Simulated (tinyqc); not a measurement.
Valley splitting of a silicon quantum well in envelope theory, step by step. Values are carried at full precision from step to step, so a last printed digit may differ when a step is redone from the rounded ones.

Constants: hbar^2/2m0 = 3.80998211 eV angstrom^2; kB = 8.617333262e-05 eV/K.

Parameters, chosen for this exercise (near those of a strained Si well in SiGe; the results hold for these values, not for the real material):
```
symbol  value  unit      meaning
k0      0.83   2 pi/a    valley position
a       5.431  angstrom  lattice constant
ml      0.9    m0        mass along z
F       10     mV/nm     field pressing towards the upper interface
w       0.8    angstrom  interface width parameter
L       42     angstrom  well width
V0      0.19   eV        conduction offset
C0      0.241            Bloch overlap factor
Yb      0.29             Ge share of the barrier
Yw      0                Ge share of the well
ad      100    angstrom  dot radius
```

## Wave number and lengths

q = 2 k0 (2 pi/a), its wavelength, the field length (c/(ml e F))^(1/3) with c = hbar^2/2m0 and 1 mV/nm = 1e-4 eV/angstrom, and the damping factor y/sinh(y), y = pi q w, of a step smoothed as 1/(1 + exp(z/w)).

q = 1.9205 1/angstrom
wavelength = 3.272 angstrom
field length = 16.2 angstrom
damping factor = 0.0774

## The envelope

The well lies at 0 < z < L; U(z) = V0 [1/(1 + exp(z/w)) + 1/(1 + exp((L - z)/w))] - e F z, 1 mV/nm = 1e-4 eV/angstrom. The envelope psi solves -(c/ml) psi'' + U psi = E psi, c = hbar^2/2m0, by three-point differences on a grid of 0.1 angstrom from -40 to L + 40 angstrom. The two valleys at +/- k0 couple through D = C0 times the integral of exp(-i q z) U(z) psi^2, q = 2 k0 (2 pi/a), and split by Ev = 2|D|.

Two lowest levels, mean position, and psi^2 at both interfaces.

levels (meV): [-6.67, 42.38]

<z> = 24.6 angstrom
psi^2 at z = 0 and L (1/angstrom): [0.00123, 0.00615]

The field makes psi^2 at the upper interface 5.01 times that at the lower one. The orbital spacing is 49.0 meV.

## Contributions to the coupling

Split D into the lower barrier, the upper barrier and the field term.

Parts of D (micro-eV):
```
part             real  imaginary    size
lower barrier   2.185      1.248   2.516
upper barrier  11.709      4.482  12.537
field term      0.065      0.033   0.073
```

## Valley splitting and phase

The inter-valley coupling D is the sum of the complex parts; Ev = 2|D|, the valley phase is arg D, and kB T equals Ev at T = Ev/kB.

Ev = 30.2 micro-eV
phase = 0.39 rad
T = 0.35 K

The upper barrier gives the largest part.

## Alloy disorder

Random alloy: with Y(z) = Yw + (Yb - Yw) B(z), B the bracket in U, and in-plane density exp(-r^2/ad^2)/(pi ad^2), D gains a random complex part of variance sigma^2 = (C0^2/pi)(a^2 V0/(8 ad (Yb - Yw)))^2 (4/a) times the integral of psi^4 Y (1 - Y). Alone it gives a mean splitting sqrt(pi) sigma; together with the smooth part the rms splitting is 2 sqrt(|D|^2 + sigma^2).

Give the integral, sigma, the mean splitting from disorder alone and the rms total.

integral = 2.17e-05 1/angstrom
sigma = 13.1 micro-eV
sqrt(pi) sigma = 23.3 micro-eV
rms splitting = 40.0 micro-eV

|D|/sigma = 1.15: the two parts are comparable.

## Checks

- Lowest level for sharp walls and no field against the square well, meV: both 15.7.
- Size of one barrier part in that case against C0 V0 psi(0)^2/sqrt(q^2 + 4 kappa^2), micro-eV: both 74.

(tinyqc, `OMP_NUM_THREADS=1 python tinyqc.py 1252469 1252470 out.jsonl`, Intel(R) Xeon(R) Processor @ 2.30GHz, 1 thread, shared host, about 0.08 s.)
